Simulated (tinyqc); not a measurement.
A ladder of methods, and size consistency: correlation methods against full CI in the sto-6g basis, for BeH2, spin multiplicity 1. Computed by the program tinyqc with PySCF. Command: `OMP_NUM_THREADS=1 python tinyqc.py 110889 110890 out.jsonl`; one thread of a shared host (Intel(R) Xeon(R) Processor @ 2.60GHz), about 1 s.

Geometry (angstrom):
```
atom,x,y,z
Be,0.0000,0.0000,0.0000
H,0.0000,1.3010,0.0000
H,0.0000,-1.2920,0.0000
```

RHF energy of one = -15.725873 hartree

All electrons correlated; +Q is the Davidson correction (1 - c0^2) E_corr. The last columns treat two copies 100 angstrom apart as one system. FCI is the lowest singlet.

Correlation energies (hartree):
```
method,E_corr of one,share of FCI (%),E_corr of two at 100 angstrom,two minus twice one (mhartree)
MP2,-0.022605,66.9642,-0.045209,0.0000
CISD,-0.033065,97.9533,-0.064603,1.5280
CISD+Q,-0.033868,100.3305,-0.067514,0.2213
CCSD,-0.033395,98.9299,-0.066790,0.0000
CCSD(T),-0.033588,99.5020,-0.067176,0.0000
FCI,-0.033756,100.0000,-,-
```

MP2 recovers 67 %, CISD 98.0 % and CCSD 98.9 % of the FCI value (c0^2 = 0.976 in CISD). MP2 and coupled cluster are size consistent, so their last column vanishes; CISD loses 1.53 mhartree, since a double excitation on each copy is a quadruple of the pair, and the Davidson correction leaves +0.22.
